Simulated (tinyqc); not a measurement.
# Changing the exchange J2

Model: Heisenberg magnet: exchange from energy differences, ordering vector, linear spin waves and ordering temperature. Computed by tinyqc, a small Python program. Command: `OMP_NUM_THREADS=1 python tinyqc.py 3018239 3018240 out.jsonl magnon sweep`. One thread of a shared host (Intel(R) Xeon(R) Processor @ 2.30GHz), about 2 s of CPU time with the checks.

H = -sum over pairs <ij> J_ij S_i.S_j - K sum_i (S_i^z)^2, each pair once, J > 0 ferromagnetic. First neighbours: 8 at a (0.5, 0.5, 0.5), second: 6 at a (1, 0, 0), with all permutations and signs.

Inputs (values chosen for the exercise, for a model magnet):

| quantity | value | unit |
|---|---|---|
| exchange J1 | -3.41 | meV |
| spin S | 2.5 | - |
| single-ion anisotropy K | 0.31 | meV |
| lattice constant a | 3.14 | angstrom |
| mesh divisions n | 24 | - |
| temperature T | 200 | K |

Lattice: bcc. Order: Neel (nearest neighbours antiparallel).

wave vector q (2 pi/a): 0.073  0.24  0.42

Constants: h x 1 THz = 4.135667696 meV; k_B = 8.617333262e-05 eV/K.

Method:
- J(q) = J1 g1(q) + J2 g2(q), g_s(q) = sum over shell s of cos(q.R).
- g_s(q) = sum over shell s of cos(q.R), z1 = g1(0). A(q) = S [-J1 g1(0) + J2 (g2(0) - g2(q))] + (2S - 1) K, B(q) = S J1 g1(q), E(q) = sqrt(A^2 - B^2). The factor 2S - 1 removes the anisotropy for S = 1/2.
- sum R_x^2 over the shells is s1 = 2 a^2 and s2 = 2 a^2. Without K, E = c q with c = S sqrt(z1 |J1| (|J1| s1 + J2 s2)); the gap is E(0) = sqrt(k (k + 2 S z1 |J1|)), k = (2S - 1) K.
- Mesh: q = sum_i (m_i + 1/2)/n b_i, m_i = 0..n-1, b = [[0, 1, 1], [1, 0, 1], [1, 1, 0]] in 2 pi/a; <..> is the mean over the mesh.
- n = 1/(exp(E/(k_B T)) - 1); zero-point loss <A/(2E) - 1/2>, thermal loss <(A/E) n>; moment = S less the losses.
- K left out. Mean field: k_B T = S (S + 1) J(Q)/3 at the ordering vector Q; random-phase (Tyablikov): k_B T = [S (S + 1)/3] / <1/(J(Q) - J(q))>; Curie-Weiss theta = S (S + 1) J(0)/(3 k_B).

One run for each value:

| exchange J2 (meV) | spin-wave velocity c (meV angstrom) | mean-field ordering temperature (K) | E(q) (meV) | thermal loss | zero-point loss |
|---|---|---|---|---|---|
| -1.900 | 71.3 | 537 | 39.96 | 0.2324 | 0.1043 |
| -1.500 | 80.1 | 619 | 46.01 | 0.1463 | 0.0864 |
| -1.200 | 86.2 | 680 | 50.52 | 0.1090 | 0.0766 |
| -0.800 | 93.7 | 761 | 56.50 | 0.0771 | 0.0665 |
| -0.440 | 99.9 | 834 | 61.86 | 0.0584 | 0.0595 |
| 0.270 | 111.2 | 978 | 72.38 | 0.0365 | 0.0491 |
| 0.630 | 116.5 | 1051 | 77.70 | 0.0297 | 0.0450 |
| 0.990 | 121.6 | 1124 | 83.01 | 0.0246 | 0.0416 |
| 1.300 | 125.8 | 1187 | 87.58 | 0.0212 | 0.0390 |
| 1.700 | 131.1 | 1269 | 93.46 | 0.0178 | 0.0360 |

Give the missing row, exchange J2 (meV) = -0.085.

Computed row; columns: (1) exchange J2 (meV); (2) spin-wave velocity c (meV angstrom); (3) mean-field ordering temperature (K); (4) E(q) (meV); (5) thermal loss; (6) zero-point loss:
```
(1)       (2)  (3)    (4)     (5)     (6)
-0.085  105.7  906  67.13  0.0456  0.0538
```

Interpolating between the two neighbouring rows (linearly) misses most in thermal loss, by 4.0 %. Over the rows, spin-wave velocity c (meV angstrom) rises from 71.3 to 131; mean-field ordering temperature (K) rises from 537 to 1270; E(q) (meV) rises from 40.0 to 93.5. An antiferromagnetic J2 joins parallel spins and so frustrates this order: from the last row to the first the long-wave coefficient shrinks by a factor 1.84, the mean-field temperature by 2.36.
